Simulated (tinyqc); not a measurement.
# Vacuum evaporation: vapour pressure, source flux, thickness distribution, purity and step coverage, step by step

A worked calculation. Computed by tinyqc, a small Python program that keeps every step. Command: `OMP_NUM_THREADS=1 python tinyqc.py 3113217 3113218 out.jsonl evap walk`. One thread of a shared host (Intel(R) Xeon(R) Processor @ 2.30GHz), about 0.01 s of CPU time with the checks. Intermediate numbers are printed to about 6 digits and carried at full precision; extremes and crossings named in words are read from the listed rows.

Molecular flow, unit sticking of the metal, no re-evaporation. The background gas is taken as water vapour (18.015 g/mol, collision diameter 0.37 nm) at 300 K.

Inputs (values chosen for the exercise, modelled on indium, with constants for the liquid):

| quantity | value | unit |
|---|---|---|
| molar mass M | 114.8 | g/mol |
| film density rho | 7.31 | g/cm^3 |
| vapour-pressure constant A | 10.38 | - |
| vapour-pressure constant B | 12250 | K |
| source temperature T | 1120 | K |
| source area | 3.6 | cm^2 |
| directionality n | 2 | - |
| source-to-wafer distance h | 56 | cm |
| wafer radius R | 7.5 | cm |
| source offset from the axis s/h | 0.87 | - |
| background pressure p | 3e-05 | Pa |
| sticking of background gas | 0.1 | - |
| aspect ratio of a trench | 0.77 | - |

Constants: u = 1.6605390666e-27 kg; k_B = 1.380649e-23 J/K; R = 8.314462618 J/(mol K).

## Vapour pressure and flux

log10(p_v/Pa) = A - B/T; flux from the surface Phi = p_v/sqrt(2 pi m k_B T), m = M u. Mass loss = Phi x area x m; heat of evaporation = ln(10) R B; d ln Phi/dT = ln(10) B/T^2 - 1/(2 T).

vapour pressure p_v = 0.277013 Pa

flux Phi = 2.03547e+17 1/(cm^2 s)

mass loss = 0.502875 g/h

heat of evaporation = 234.523 kJ/mol

change of flux per kelvin = 2.20398 %/K

Holding the rate to 1 % needs the temperature to about 0.45 K.

## Rate and uniformity on a fixed wafer above the source

A small source emits (n + 1) Phi area cos^n(phi)/(2 pi) per solid angle; on a parallel plane at height h and lateral distance l the arrival rate is (n + 1) Phi area/(2 pi h^2) x (1 + (l/h)^2)^(-(n + 3)/2). Growth rate = arrival rate x m/rho, m = M u. The wafer is fixed and centred above the source.

arrival rate at the centre = 1.11566e+14 1/(cm^2 s)

growth rate at the centre = 0.0290941 nm/s

edge over centre = 0.956528

non-uniformity (max - min)/(max + min) = 2.22187 %

share of the material that lands on the wafer, 1 - (1 + (R/h)^2)^(-(n + 1)/2) = 2.63144 %

## Offset source and rotation

Rotating wafer, source offset by s and facing upwards: thickness at radius r is the mean over the angle a of (1 + (r^2 + s^2 - 2 r s cos a)/h^2)^(-(n + 3)/2), by 360 equal steps; non-uniformity (max - min)/(max + min) over 21 radii from 0 to R.

centre thickness relative to an axial source = 0.244418

edge over centre, rotating = 1.01270

non-uniformity, rotating = 0.630778 %

## Choosing the offset

The curvature at the centre vanishes at s/h = sqrt(2/(n + 3)).

Against the offset:

| s/h | centre thickness | edge over centre | non-uniformity (%) |
|---|---|---|---|
| 0.0 | 1.00000 | 0.95653 | 2.22187 |
| 0.2 | 0.90660 | 0.96355 | 1.85650 |
| 0.4 | 0.69001 | 0.98001 | 1.00971 |
| 0.5 | 0.57243 | 0.98897 | 0.55441 |
| 0.6 | 0.46361 | 0.99719 | 0.14069 |
| 0.7 | 0.36901 | 1.00415 | 0.20723 |
| 0.8 | 0.29033 | 1.00967 | 0.48139 |
| 0.9 | 0.22688 | 1.01379 | 0.68486 |
| 1.1 | 0.13773 | 1.01853 | 0.91783 |

The best row, s/h = 0.6, has 0.14 % against 2.2 % on the axis, at the price of a rate lower by a factor 2.16; the small-wafer optimum is sqrt(2/(n + 3)) = 0.63.

## Scattering and purity

Mean free path lambda = k_B T_g/(sqrt2 pi d^2 p); unscattered share exp(-h/lambda); gas arrival p/sqrt(2 pi m_g k_B T_g); impurity ratio = sticking x gas arrival/metal arrival; monolayer time = 1e15 cm^-2/(sticking x gas arrival).

mean free path = 226.994 m

unscattered share = 0.997536

gas arrival rate = 1.07520e+14 1/(cm^2 s)

impurity ratio = 0.0963731

monolayer time = 93.0064 s

## A trench at the wafer edge

Fixed wafer, axial point source, trench running tangentially at r = R: the beam arrives at tan(a) = R/h. Shadowed share of the floor = aspect ratio x tan(a) (at most 1); the wall facing the source grows at tan(a) times the field rate, the other wall not at all.

angle a = 7.62815 degrees

shadowed share of the floor = 0.103125

wall over field thickness = 0.133929

Checks made by the program: share on the wafer by quadrature (relative difference 1e-09).
